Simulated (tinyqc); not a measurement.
From results back to parameters: periodic multilayer mirror for extreme ultraviolet light. Two cases, with inputs chosen for the exercise.

Problem. With a mean index 1 - dm the Bragg wavelength is lam_B = 2 L sqrt((1 - dm)^2 - sin^2 theta). It is given at 0 degrees and at th2; L and dm are hidden. Then the absorber share is Gm = (dm - delta_S)/(delta_A - delta_S), with the first entries of dS and dA; L is the period.

Find: L; dm; Gm.

Method. The difference of the squares is 4 L^2 sin^2(th2); then 1 - dm = lam_B(0)/(2 L).

Case 1.

Values chosen (out of a larger set: optical constants near those of Mo and Si at 13.5 nm; not measured data): th2 = 20 degrees (second angle); dA = (0.0761, 0.00615) (delta and beta of the absorber, N = 1 - delta + i beta); dS = (0.0009, 0.00188) (delta and beta of the spacer and the substrate).

lam_B at 0 = 13.499616 nm
lam_B at th2 = 12.632231 nm

Solution.

L = 6.960 nm
dm = 0.0302
Gm = 0.39

Case 2.

Values chosen (out of a larger set: optical constants near those of Mo and Si at 13.5 nm; not measured data): th2 = 10 degrees (second angle); dA = (0.0786, 0.0067) (delta and beta of the absorber, N = 1 - delta + i beta); dS = (0.001, 0.00181) (delta and beta of the spacer and the substrate).

lam_B at 0 = 13.426728 nm
lam_B at th2 = 13.206083 nm

Solution.

L = 6.980 nm
dm = 0.0382
Gm = 0.48

Computed by tinyqc, one run a case: `OMP_NUM_THREADS=1 python tinyqc.py N N+1 out.jsonl` with N = 1680570, 1680631; one thread of a shared Intel(R) Xeon(R) Processor @ 2.30GHz, about 0.01 s a run at most.
